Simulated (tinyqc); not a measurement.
Trap density from two Hall measurements.

Inverse problem. p-type body, charge-sheet picture, full ionisation (an idealisation for deep acceptors), Boltzmann statistics for free electrons. e = Ec - EF at the surface. psi = Eg - Vt ln(Nv/Na) - e; N_dep = sqrt(2 eps0 eps_r Na (psi - Vt)/q); n_f = sqrt(N_dep^2 + 2 eps0 eps_r Vt Nc exp(-e/Vt)/q) - N_dep; Vg = Vfb + psi + q (N_dep + n_t + n_f)/Cox, Cox = eps0 eox/tox. Find e and n_t at both points and the mean trap density between them.

Inputs (values chosen for the exercise); band and dielectric values close to those of silicon:
- T = 300 K (temperature)
- Eg = 1.13 eV (band gap)
- eps_r = 11.9 (relative permittivity)
- Nc = 2.78e19 cm^-3 (conduction-band density of states at T)
- Nv = 2.69e19 cm^-3 (valence-band density of states at T)
- eox = 3.9 (relative permittivity of the insulator)
- tox = 57 nm (insulator thickness)
- Na = 4.1e16 cm^-3 (acceptor density)
- Vfb = -0.73 V (flat-band voltage without trapped charge)

Constants: q = 1.602176634e-19 C, kB = 1.380649e-23 J/K, Vt = kB T/q, eps0 = 8.8541878128e-14 F/cm where lengths are in cm. Results are converted to the units shown.

Vg (V): [1.6747434, 2.1868898]
free sheet density from the Hall effect (cm^-2): [4.9014632e8, 3.6341775e10]

Solution. Each n_f fixes e; what the gate voltage holds beyond psi, N_dep and n_f is trapped; the difference quotient is the density, smeared over a few Vt.

e (eV): [0.2500, 0.1360]
n_t (cm^-2): [3.102e10, 9.714e10]
mean trap density = 5.799e11 cm^-2 eV^-1

Program tinyqc, `OMP_NUM_THREADS=1 python tinyqc.py 2222218 2222219 out.jsonl`; Intel Xeon 2.30GHz, shared host, one thread, about 0.02 s.
